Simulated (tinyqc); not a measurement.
Planar metal-insulator-metal capacitor: capacitance, non-linearity, leakage and relaxation: one step of the calculation.

A film between two metal electrodes, each interface adding a series capacitance ci. The small-signal permittivity is ek (1 + aq E^2); the field is found with the linear permittivity. Leakage J = J0 sinh(E/Ef). After a voltage step the film passes a relaxation current kr C V tt^(-nr), tt being the time in seconds.

Task. Planar capacitance, field and non-linearity. Planar film: Cf = eps0 ek/t, 1/C = 1/Cf + 2/ci, EOT = 3.9 eps0/C, effective permittivity C t/eps0, E = (V/t) C/Cf; quadratic coefficient [C(V)/C - 1]/V^2 with Cf (1 + aq E^2) in C(V).

Inputs (values chosen for the exercise); permittivity of the order of that of tantalum oxide: relative permittivity of the film ek = 27; film thickness t = 10 nm; capacitance of each electrode interface (dead layer and screening) ci = 1000 uF/cm^2; quadratic field coefficient of the permittivity aq = 0.01 cm^2/MV^2; bias V = 1 V; leakage prefactor J0 = 8.3e-10 A/cm^2; field for an e-fold rise of the leakage Ef = 0.42 MV/cm.

Constants: eps0 = 8.8541878128e-14 F/cm where lengths are in cm. Results are converted to the units shown.

Give: Cf; C; EOT; effective permittivity; E; quadratic coefficient; J.

Result.

Cf = 2.3906 uF/cm^2
C = 2.3793 uF/cm^2
EOT = 1.4514 nm
effective permittivity = 26.872
E = 0.99524 MV/cm
quadratic coefficient = 9857.5 ppm/V^2
J = 4.3989e-9 A/cm^2

The interfaces take 0.476 % of the voltage.

tinyqc, about 0.01 s, one thread, Intel Xeon 2.30GHz (shared host): `OMP_NUM_THREADS=1 python tinyqc.py 2102097 2102098 out.jsonl`
